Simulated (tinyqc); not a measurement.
# Surface potential of a MOS transistor: implicit equation and explicit approximations: effect of the acceptor density at fixed gate voltage

p-type body, charge-sheet picture, depletion and inversion only, full ionisation (an idealisation for deep acceptors), Boltzmann statistics (rough once Na exp(x - xn) passes about Nc/7). In units of Vt: xg = (Vg - Vfb)/Vt, x = psi/Vt, G = gamma/sqrt(Vt), xn = (2 phiF + Vc)/Vt. The implicit equation is (xg - x)^2 = G^2 [x - 1 + exp(x - xn)] for x above about 3. Cox = eps0 eox/tox.

ni = sqrt(Nc Nv) exp(-Eg/(2 Vt)), Eg in volts; phiF = Vt ln(Na/ni); gamma = sqrt(2 q eps0 eps_r Na)/Cox; VT = Vfb + Vt (xn + G sqrt(xn - 1)). Depletion value a = 1 + [sqrt(G^2/4 + xg - 1) - G/2]^2; inversion value b = xn + ln[(xg - xn)^2/G^2 - xn + 1] and first guess y = min(a, b) - ln(1 + exp(-|a - b|)) if a > xn + 1, else b = y = a; one second-order correction with D = exp(y - xn), p = 2 (xg - y) + G^2 (1 + D), w = (xg - y)^2 - G^2 (y - 1 + D): z = y + 2 w/(p + sqrt(p^2 - 2 (2 - G^2 D) w)), or the Newton step z = y + w/p where the root is not real. N_inv = (Cox Vt G/q) [sqrt(x - 1 + exp(x - xn)) - sqrt(x - 1)] at the root. Lambert form (Cox m Vt/q) W0[(G/(2 m sqrt(xn - 1))) exp((Vg - VT)/(m Vt))], m = 1 + G/(2 sqrt(xn - 1)). Errors under 1e-4 mV, and the linear form below VT, are printed as 0. Vfb is held fixed.

Values chosen for this exercise; band and dielectric values close to those of silicon:
- T = 350 K (temperature)
- Eg = 1.11 eV (band gap)
- eps_r = 11.7 (relative permittivity)
- Nc = 3.58e19 cm^-3 (conduction-band density of states at T)
- Nv = 3.28e19 cm^-3 (valence-band density of states at T)
- eox = 7.52 (relative permittivity of the gate insulator (close to silicon nitride))
- tox = 11 nm (insulator thickness)
- Vfb = -0.66 V (flat-band voltage)
- Vc = 1 V (channel-body voltage)
- Vg = 1.48 V (gate-body voltage)

Constants: q = 1.602176634e-19 C, kB = 1.380649e-23 J/K, Vt = kB T/q, eps0 = 8.8541878128e-14 F/cm where lengths are in cm. Results are converted to the units shown.

Effect of the acceptor density at fixed gate voltage:
```
Na (cm^-3)  psi (V)  x - xn  error of y (mV)  error of z (mV)  N_inv (cm^-2)  Cox (Vg - VT)/q (cm^-2)  Lambert form (cm^-2)
6e14          1.728   9.240             31.3             11.2       1.442e12                 2.504e12              1.664e12
1.3e15        1.748   8.359             30.2             10.5       1.311e12                 2.276e12              1.487e12
2.9e15        1.768   7.429             29.1             9.80       1.148e12                 2.012e12              1.280e12
6.3e15        1.787   6.500             28.3             9.21       9.546e11                 1.717e12              1.046e12
1.4e16        1.804   5.464             28.0             8.93       7.022e11                 1.352e12              7.560e11
3e16          1.814   4.259             28.0             8.53       4.008e11                 9.166e11              4.241e11
6.6e16        1.794   2.042             8.67          -0.0576       7.836e10                 3.327e11              8.067e10
1.4e17        1.682  -3.187            0.151                0        6.516e8                        0               6.303e8
```

What does the table show?

As Na goes from 6e14 to 1.4e17, psi goes from 1.73 through a maximum of 1.81 (at Na = 3e16 among the rows listed) to 1.68 V, x - xn falls from 9.24 to -3.19 and N_inv falls from 1.44e12 to 6.52e8 cm^-2. The Lambert form lies between 0.967 and 1.15 times N_inv. For Na = 6e14, 1.3e15 the electron quasi-Fermi level lies less than 2 Vt below the band edge at the surface, or above it, where degeneracy and confinement, left out, matter.

Program tinyqc, `OMP_NUM_THREADS=1 python tinyqc.py 2122153 2122154 out.jsonl`; Intel Xeon 2.30GHz, shared host, one thread, about 0.01 s.
